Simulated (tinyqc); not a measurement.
Changing the temperature T: leakage through a gate insulator: direct, Fowler-Nordheim, trap-assisted and Poole-Frenkel currents. Computed by tinyqc, a small Python program. Command: `OMP_NUM_THREADS=1 python tinyqc.py 3017262 3017263 out.jsonl oxideleak sweep`. One thread of a shared host (Intel(R) Xeon(R) Processor @ 2.30GHz), about 0.01 s of CPU time with the checks.

Electrons enter from the cathode Fermi level at x = 0; the conduction band of the insulator lies phi_b - e F x above it, F = V/t. WKB exponents use a parabolic band with mass m.

Inputs (values chosen for the exercise, with an insulator like Al2O3):
```
quantity                        value   unit
thickness t                       4.2     nm
barrier phi_b                    2.28     eV
tunnelling mass m                0.37    m_0
static constant eps_ox           9.06      -
optical constant eps_opt         3.06      -
voltage across the insulator V    1.6      V
trap depth phi_t                  1.3     eV
trap density N_t                3e+17  cm^-3
attempt rate nu_0               3e+13    1/s
activation of capture E_a        0.16     eV
```

Constants: hbar^2/(2 m_0) = 3.80998212 eV angstrom^2; e = 1.602176634e-19 C; hbar = 1.054571817e-34 J s; k_B = 8.617333262e-05 eV/K; eps_0 = 8.8541878128e-12 F/m.

Method:
- For a level a distance phi(x) below the band, the WKB exponent is 2 int kappa dx with kappa = sqrt(m phi/(hbar^2/2m_0)); for a linear barrier from phi_1 down to phi_2 = max(phi_1 - e F d, 0) it is G = (4/3) sqrt(m/(hbar^2/2m_0)) (phi_1^(3/2) - phi_2^(3/2))/(e F).
- J_tun = e^3 F^2/(16 pi^2 hbar m phi_b) x exp(-G) / [1 - sqrt(phi_2/phi_b)]^2 with the free-electron mass in the cathode (m in m_0), phi_2 = max(phi_b - e V, 0): direct tunnelling for e V < phi_b, Fowler-Nordheim above. Image forces, back-flow and the limit on supply are left out, so J_tun is overstated below about 0.5 V.
- Equivalent oxide thickness = 3.9 t/eps_ox.
- A trap at depth x lies phi_t below the band. Capture: tunnel at the cathode Fermi level from 0 to x (G_in from phi_1 = phi_b), rate nu_0 exp(-G_in - E_c/k_B T) with E_c = E_a + max(phi_b - phi_t - e F x, 0), the last term being the height of the trap above the cathode Fermi level. Emission: tunnel from the trap level to the anode (G_out from phi_1 = phi_t over t - x), rate nu_0 exp(-G_out - E_a/k_B T). Re-emission to the cathode follows from detailed balance, rate_back = rate_in exp(dE/k_B T) with dE = phi_b - phi_t - e F x. Each trap passes R = rate_in rate_out/(rate_in + rate_back + rate_out) electrons per second; filling from the anode is left out.
- J_TAT = e N_t int_0^t R dx by the midpoint rule on 400 intervals; the most effective depth is the midpoint with the largest R, rounded to 0.01 nm.
- Poole-Frenkel emission over the lowered barrier of a charged trap: lowering sqrt(e F/(pi eps_opt eps_0)); J_PF = e N_t^(2/3) nu_0 exp(-(phi_t - lowering)/k_B T), one sheet of traps emitting with supply unlimited (an upper bound).

One run for each value; columns: (1) temperature T (K); (2) trap-assisted current J_TAT (A/cm^2); (3) Poole-Frenkel bound J_PF (A/cm^2); (4) tunnelling current J_tun (A/cm^2); (5) most effective depth (nm):
```
(1)         (2)         (3)         (4)   (5)
200  1.4599e-09  8.1864e-06  2.8712e-06  2.58
240  7.5799e-09  6.5532e-04  2.8712e-06  2.58
290  3.3167e-08  2.8660e-02  2.8712e-06  2.58
330  8.2170e-08  2.5819e-01  2.8712e-06  2.57
370  1.7531e-07  1.4461e+00  2.8712e-06  2.57
410  3.3872e-07  5.7868e+00  2.8712e-06  2.57
460  7.0243e-07  2.3333e+01  2.8712e-06  2.57
500  1.1923e-06  5.8235e+01  2.8712e-06  2.57
```

Over the rows, trap-assisted current J_TAT (A/cm^2) rises from 1.46e-9 to 1.19e-6 (exponent d ln y / d ln x 9.0 between the first rows and 6.3 between the last); Poole-Frenkel bound J_PF (A/cm^2) rises from 8.19e-6 to 58.2 (exponent d ln y / d ln x 24 between the first rows and 11 between the last); tunnelling current J_tun (A/cm^2) does not change. The exponent of tunnelling current J_tun stays at 0: tunnelling from the Fermi level does not depend on T in this formula. Arrhenius lines give 0.191 eV for J_TAT (E_a = 0.16 eV, more where the traps lie above the cathode Fermi level) and 0.453 eV for J_PF, the lowered depth.

Caution (all rows): the film is too thin for the Poole-Frenkel picture (the lowering is a large part of the whole drop, or the traps are further apart than the film is thick), so J_PF is only nominal.

Extremes, crossings and ranges named in words are read from the listed rows.
